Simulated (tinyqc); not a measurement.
# AlGaN/GaN HEMT with access regions, lumped model: effects of single changes

A polarisation-induced electron sheet under a Schottky gate, in series with two ungated access regions and contacts. Drift law v = mu E/(1 + mu E/vs) under the gate. Currents in mA/mm, resistances in ohm mm. No self-heating, no channel-length modulation; fits for polarisation, barrier and offset are chosen for the exercise.

Parameters, values chosen for the exercise; values close to those of AlGaN/GaN structures:
```
symbol,value,unit,meaning
x,0.23,,aluminium share of the barrier
d,12,nm,barrier thickness
eps_r,9.3,,relative permittivity of barrier and channel
mu,1200,cm^2/(V s),channel mobility
vs,1.5e7,cm/s,saturation velocity
Lg,1,um,gate length
Ls,1.5,um,source access length
Ld,2,um,drain access length
Rc,0.35,ohm mm,resistance of each contact
ft,0.14,,share of the drain-access electrons removed by traps
Vg,-1,V,gate voltage
Ec,2.8,MV/cm,critical field
te,0.28,um,depth over which the depleted charge spreads
ei,7,,relative permittivity of that insulator
```

Constants: q = 1.602176634e-19 C, eps0 = 8.8541878128e-14 F/cm where lengths are in cm. Results are converted to the units shown.

Each table varies one quantity; the others keep the values above.

## Effect of the aluminium share of the barrier

sigma = (5e13 x + 1.6e13 x^2) cm^-2, phiB = 0.84 + 1.3 x, dEc = 0.7 (1.71 x + x^2) in volts, Cb = eps0 eps_r/d, VT = phiB - dEc - q sigma/Cb, access density n0 = -Cb VT/q. Access resistance R(L, n) = L/(q mu n sqrt(1 - (I/(q n vs))^2)); Rs = Rc + R(Ls, n0), Rd = Rc + R(Ld, (1 - ft) n0). Vg' = Vg - I Rs, Vd' = Vd - I (Rs + Rd); with u = Vg' - VT, Vc = vs Lg/mu and w the smaller of Vd' and Vc [sqrt(1 + 2 u/Vc) - 1] (0 if negative), the channel gives (mu Cb/Lg)(u w - w^2/2)/(1 + w/Vc). I equals that channel current. Isat is I at Vd = 10 V, gm = dIsat/dVg, Ron the limit of Vd/I at small Vd.

Effect of the aluminium share of the barrier:

| x | VT (V) | n0 (cm^-2) | Ron (ohm mm) | Isat (mA/mm) | gm (mS/mm) |
|---|---|---|---|---|---|
| 0.22 | -1.920 | 8.225e12 | 4.439 | 144.4 | 231.0 |
| 0.27 | -2.608 | 1.117e13 | 3.237 | 343.0 | 296.9 |
| 0.32 | -3.317 | 1.421e13 | 2.625 | 593.9 | 343.9 |
| 0.37 | -4.049 | 1.734e13 | 2.246 | 887.1 | 380.1 |
| 0.42 | -4.802 | 2.057e13 | 1.987 | 1216 | 409.1 |

What does the comparison show?

As x goes from 0.22 to 0.42, Ron falls from 4.44 to 1.99 ohm mm, Isat rises from 144 to 1220 mA/mm and gm rises from 231 to 409 mS/mm. VT falls from -1.92 to -4.80 V. For x = 0.32 to 0.42 the power passes 5 W/mm, where self-heating, left out here, lowers the current.

## Field plate: effect of the insulator under the field plate

Off state: a depleted stretch that holds the voltage V has the peak field sqrt(k V), k = 2 q n0/(eps0 eps_r te), so one edge holds V1 = Ec^2/k. The sheet under the plate pinches off at Vf = q n0 (1/Cb + tf/(eps0 ei)); beyond it the gate edge is screened. BV = V1 if Vf >= V1, else Vf + V1, and at most Ec Ld.

The same in every row: V1 (V) = 64.061; Ec Ld (V) = 560.00.

Results:

| tf (nm) | Vf (V) | BV (V) |
|---|---|---|
| 27 | 8.2022 | 72.263 |
| 40 | 11.161 | 75.222 |
| 89 | 22.315 | 86.376 |
| 130 | 31.648 | 95.709 |
| 200 | 47.583 | 111.64 |
| 290 | 68.070 | 64.061 |
| 440 | 102.21 | 64.061 |

Estimate the missing row, tf = 60 nm.

Computed row:

| tf (nm) | Vf (V) | BV (V) |
|---|---|---|
| 60 | 15.714 | 79.775 |

With this row back in the table: BV goes from 72.3 through a maximum of 112 (at tf = 200 nm among the rows listed) to 64.1 V. The plate helps (Vf < V1) in 6 of the 8 rows, and the access length caps BV in 0. The best thickness makes Vf just under V1, tf = 272 nm, where both edges reach Ec together and BV nears 2 V1.

## Effect of the barrier thickness

Same model as above.

Effect of the barrier thickness:

| d (nm) | VT (V) | n0 (cm^-2) | Ron (ohm mm) | Isat (mA/mm) | gm (mS/mm) |
|---|---|---|---|---|---|
| 11 | -1.816 | 8.484e12 | 4.410 | 129.2 | 235.8 |
| 14 | -2.536 | 9.312e12 | 3.759 | 278.5 | 254.1 |
| 18 | -3.497 | 9.986e12 | 3.422 | 461.3 | 247.6 |
| 22 | -4.458 | 1.042e13 | 3.254 | 619.1 | 232.8 |
| 27 | -5.659 | 1.077e13 | 3.133 | 785.2 | 213.1 |
| 33 | -7.101 | 1.106e13 | 3.047 | 948.8 | 191.8 |

What does the comparison show?

As d goes from 11 to 33 nm, Ron falls from 4.41 to 3.05 ohm mm, Isat rises from 129 to 949 mA/mm and gm goes from 236 through a maximum of 254 (at d = 14 nm among the rows listed) to 192 mS/mm. VT falls from -1.82 to -7.10 V. For d = 22 to 33 nm the power passes 5 W/mm, where self-heating, left out here, lowers the current.

Numbers from tinyqc (`OMP_NUM_THREADS=1 python tinyqc.py 2570046 2570047 out.jsonl`; about 0.01 s on one thread of a shared Intel Xeon 2.30GHz).
